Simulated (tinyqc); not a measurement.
Inside a calculation. Method: tight binding, dimerised chain. One step of it, computed by the program tinyqc.

Task: Open chain of 3 cells. The same hoppings without the wrap-around bond.

H of the open chain (eV):
$$\begin{pmatrix}
0.000000 & -0.460000 & 0.000000 & 0.000000 & 0.000000 & 0.000000 \\
-0.460000 & 0.000000 & -1.520000 & 0.000000 & 0.000000 & 0.000000 \\
0.000000 & -1.520000 & 0.000000 & -0.460000 & 0.000000 & 0.000000 \\
0.000000 & 0.000000 & -0.460000 & 0.000000 & -1.520000 & 0.000000 \\
0.000000 & 0.000000 & 0.000000 & -1.520000 & 0.000000 & -0.460000 \\
0.000000 & 0.000000 & 0.000000 & 0.000000 & -0.460000 & 0.000000
\end{pmatrix}$$

Give: levels; weights of the highest filled level on the sites.

Result:

levels (eV): [-1.818, -1.396, -0.038, 0.038, 1.396, 1.818]

weights of the highest filled level on the sites: [0.456, 0.003, 0.041, 0.041, 0.003, 0.456]

The bulk gap runs from -1.0600 to 1.0600 eV; 2 level(s) of this chain lie inside it: end states, which need the weaker bond inside the cell and a chain longer than their decay length.
